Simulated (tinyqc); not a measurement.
Plane-wave Kohn-Sham cycle with exchange-only LDA in a layered model solid, step by step. One step of it, computed by the program tinyqc.

Task: Iteration 2: levels at that k. Diagonalise the Hermitian matrix.

H (hartree), order -3, -2, -1, +0, +1, +2, +3:
$$\begin{pmatrix}
1.204802 & -0.090353 & 0.000235 & -0.000106 & 0.000058 & 0.000018 & 0.000000 \\
-0.090353 & 0.445368 & -0.090353 & 0.000235 & -0.000106 & 0.000058 & 0.000018 \\
0.000235 & -0.090353 & -0.010292 & -0.090353 & 0.000235 & -0.000106 & 0.000058 \\
-0.000106 & 0.000235 & -0.090353 & -0.162179 & -0.090353 & 0.000235 & -0.000106 \\
0.000058 & -0.000106 & 0.000235 & -0.090353 & -0.010292 & -0.090353 & 0.000235 \\
0.000018 & 0.000058 & -0.000106 & 0.000235 & -0.090353 & 0.445368 & -0.090353 \\
0.000000 & 0.000018 & 0.000058 & -0.000106 & 0.000235 & -0.090353 & 1.204802
\end{pmatrix}$$

Give: eigenvalues.

Result:

eigenvalues (hartree): [-0.2378, -0.0280, 0.0470, 0.4521, 0.4533, 1.2155, 1.2155]
